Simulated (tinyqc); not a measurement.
Ballistic Schottky-barrier transistor with a one-dimensional channel, WKB contacts: one step of the calculation.

Source Fermi level 0, drain Fermi level -Vd. Far from the contacts Ec = pn - psi, and the gate moves psi one to one; the band edges relax as exp(-x/lam) from pn at the source and pn - Vd at the drain; Ev = Ec - Eg. A carrier of energy w inside the channel band meets at a contact a barrier of height D (the contact edge beyond the channel edge): T = 1 for w >= D, else exp(-S), S = 4 lam sqrt(m/C) [sqrt(D - w) - sqrt(w) arctan sqrt((D - w)/w)], C = hbar^2/(2 m0). The two contacts combine as Ts Td/(Ts + Td - Ts Td).

Task. Current of the holes on a coarse grid. I = g (2 q^2/h) int T(w) [f(Es + w) - f(Ed + w)] dw, f(y) = 1/(1 + exp(y/Vt)). Electrons: Ds = psi, Dd = psi - Vd, Es = Ec, Ed = Ec + Vd. Holes: Ds = -psi, Dd = Vd - psi, Es = -Ev, Ed = -Ev - Vd. The size of each current is taken; both flow from drain to source and add. Simpson's rule on nE equally spaced w from 0 to wm.

Values chosen for this exercise; channel values close to those of a carbon nanotube:
- T = 350 K (temperature)
- Eg = 0.842 eV (band gap)
- pn = 0.39 eV (barrier for electrons at both contacts)
- mp = 0.06 m0 (hole mass)
- g = 2 (valleys or subbands)
- lam = 4.4 nm (screening length at the contacts)
- Vd = 0.05 V (drain bias)
- ps = -0.46 V (band shift psi of the channel by the gate)
- wm = 0.72 eV (upper end of the grid)
- nE = 15 (points of the grid)

Constants: q = 1.602176634e-19 C, kB = 1.380649e-23 J/K, hbar = 1.054571817e-34 J s, h = 6.62607015e-34 J s, m0 = 9.1093837015e-31 kg, Vt = kB T/q, hbar^2/(2 m0) = 0.0380998212 eV nm^2. Results are converted to the units shown.

Find: w; Ts; Td; T; size of the supply difference; current.

Result.

```
point   w (eV)         Ts         Td          T  size of the supply difference
0      0.00000  3.1215e-7  1.4122e-7  9.7233e-8                        0.30655
1      0.05143  3.5002e-4  1.6536e-4  1.1232e-4                        0.36270
2      0.10286  0.0038432  0.0019011  0.0012735                        0.14305
3      0.15429   0.019386   0.010073  0.0066727                       0.031686
4      0.20571   0.064576   0.035386   0.023394                      0.0059889
5      0.25714    0.16305   0.094718   0.063731                      0.0010964
6      0.30857    0.33373    0.20699    0.14647                      1.9952e-4
7      0.36000    0.57319    0.38365    0.29840                      3.6270e-5
8      0.41143    0.83608    0.61528    0.54905                      6.5922e-6
9      0.46286     1.0000    0.85767    0.85767                      1.1981e-6
10     0.51429     1.0000     1.0000     1.0000                      2.1775e-7
11     0.56571     1.0000     1.0000     1.0000                      3.9575e-8
12     0.61714     1.0000     1.0000     1.0000                      7.1925e-9
13     0.66857     1.0000     1.0000     1.0000                      1.3072e-9
14     0.72000     1.0000     1.0000     1.0000                     2.3758e-10
```

current = 0.0054364 uA

Range of the model: No scattering, image-force lowering, channel charge or band-to-band tunnelling; parabolic kappa overstates S deep in the gap.

tinyqc, about 0.04 s, one thread, Intel Xeon 2.30GHz (shared host): `OMP_NUM_THREADS=1 python tinyqc.py 2390002 2390003 out.jsonl`
